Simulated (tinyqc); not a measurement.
Raising U: Hubbard chain of 6 sites, mean field against exact. Computed by the program tinyqc. 

one-body matrix (hopping and site energies) (eV):
```
         1        2        3        4        5        6
1  -0.1900  -1.3200   0.0000   0.0000   0.0000   0.0000
2  -1.3200   0.5300  -1.3200   0.0000   0.0000   0.0000
3   0.0000  -1.3200   0.1500  -1.3200   0.0000   0.0000
4   0.0000   0.0000  -1.3200  -0.0400  -1.3200   0.0000
5   0.0000   0.0000   0.0000  -1.3200   0.3400  -1.3200
6   0.0000   0.0000   0.0000   0.0000  -1.3200  -0.0200
```

electrons, up and down: 3  3

Collinear unrestricted mean field (the lowest of 40 random starts) against exact diagonalisation.

Exact and mean-field results (eV):
```
U            U/t    E exact  E mean field  mean |n_up - n_down|  double occupancy, exact  first gap in the sector
0.6600    0.5000  -7.590588     -7.545683                0.0000                   0.2305                   1.0643
1.3200    1.0000  -6.725259     -6.544451                0.0000                   0.2066                   0.9513
2.6400    2.0000  -5.273196     -4.619172                0.3923                   0.1608                   0.7721
3.9600    3.0000  -4.161758     -3.257036                0.6677                   0.1212                   0.6363
5.2800    4.0000  -3.329002     -2.376199                0.8008                   0.0906                   0.5325
7.9200    6.0000  -2.229374     -1.386010                0.9086                   0.0526                   0.3921
10.5600   8.0000  -1.567521     -0.861761                0.9482                   0.0331                   0.3062
15.8400  12.0000  -0.835545     -0.324673                0.9769                   0.0161                   0.2106
26.4000  20.0000  -0.209050      0.111141                0.9917                   0.0061                   0.1285
```

In absolute terms mean field is worst at U/t = 4.0, 0.953 eV too high: at small U it is nearly exact, and at large U it misses only exchange-scale energies. Its local moments set in at U/t = 2.0 of those listed, a broken symmetry that the exact state of a finite cluster with equal spins does not have. Relative to the exact energy its error is 0.6 % at the smallest U, 153 % at most and 153 % at the largest. The double occupancy falls from 0.231 to 0.006.
